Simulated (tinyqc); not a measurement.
# Changing the tail width E_t

Model: field-effect mobility of a thin-film transistor with band-tail and deep states (multiple trapping). Computed by tinyqc, a small Python program. Command: `OMP_NUM_THREADS=1 python tinyqc.py 3015296 3015297 out.jsonl tft sweep`. One thread of a shared host (Intel(R) Xeon(R) Processor @ 2.30GHz), about 0.1 s of CPU time with the checks.

A thick film in accumulation at small drain voltage. Only free electrons move; trapped ones still screen the gate. N_c and mu_0 are held fixed when T changes, leaving out the T^(3/2) growth of N_c. x = E_0 - psi is the distance of the Fermi level below the band edge.

Inputs (values chosen for the exercise, modelled on an amorphous In-Ga-Zn oxide):
```
quantity                                           value         unit
permittivity eps                                    11.5            -
effective density of states N_c                  5.2e+18       1/cm^3
band mobility mu_0                                    16   cm^2/(V s)
tail density at the edge g_t                     5.2e+19  1/(eV cm^3)
deep-state density g_d                           4.7e+15  1/(eV cm^3)
flat-band Fermi level below the edge, E_0           0.42           eV
equivalent oxide thickness t                         120           nm
surface band bending psi_s as a fraction of E_0      0.6            -
temperature T                                        300            K
```

Deep states: included.

Constants: k_B = 8.617333262e-05 eV/K; e = 1.602176634e-19 C; eps_0 = 8.8541878128e-12 F/m.

Method:
- F_j(eta) = int_0^infinity x^j/(1 + exp(x - eta)) dx, without a gamma-function factor.
- Integrals over x = E/(k_B T) use 160 Gauss-Legendre points in u = sqrt(x) from 0 to sqrt(max(eta, 0) + 32).
- Free n(x) = N_c (2/sqrt(pi)) F_1/2(-x/k_B T), with F_1/2 from its two-term series in exp(-x/k_B T) for x >= 12 k_B T; tail n_t(x) = int_0^1.2eV g_t exp(-E/E_t)/(1 + exp((x - E)/k_B T)) dE, E counted down from the edge, 120 Gauss-Legendre points; deep charge g_d psi; space charge rho(psi) = n + n_t + g_d psi less its value at psi = 0.
- Poisson: F(psi) = sqrt((2 e/(eps eps_0)) int_0^psi rho dpsi'); V_G - V_FB = psi_s + eps F(psi_s) t/3.9; free sheet density N_f = int (n - n(E_0))/F dpsi; induced sheet density N_i = eps eps_0 F(psi_s)/e; trapezoid rule on 301 even points in psi, the first interval left out of N_f.
- mu_eff = mu_0 N_f/N_i; field-effect mobility mu_FE = mu_0 e (dN_f/dV_G)/C_ox and swing S = dV_G/dlog10(N_f), by a central difference of +/- 2 mV in psi_s; C_ox = 3.9 eps_0/t.

One run for each value:
```
tail width E_t (meV)  effective mobility mu_eff (cm^2/(V s))  V_G - V_FB (V)  swing S (mV/decade)
12.0                                                   5.658           0.647                  525
21.7                                                   4.250           0.719                  684
31.4                                                   1.966           0.953                  992
41.1                                                   0.705           1.398                 1283
50.9                                                   0.283           2.009                 1541
60.6                                                   0.139           2.713                 1787
70.3                                                   0.079           3.467                 2023
80.0                                                   0.050           4.237                 2246
```

Over the rows, effective mobility mu_eff (cm^2/(V s)) falls from 5.66 to 0.0503 (exponent d ln y / d ln x -0.48 between the first rows and -3.5 between the last); V_G - V_FB (V) rises from 0.647 to 4.24 (exponent d ln y / d ln x 0.18 between the first rows and 1.6 between the last); swing S (mV/decade) rises from 525 to 2250 (exponent d ln y / d ln x 0.45 between the first rows and 0.81 between the last).

Caution (rows 12.0): the band bending extends over more than 0.2 micrometre, deeper than most thin films, so the thick-film assumption is doubtful.
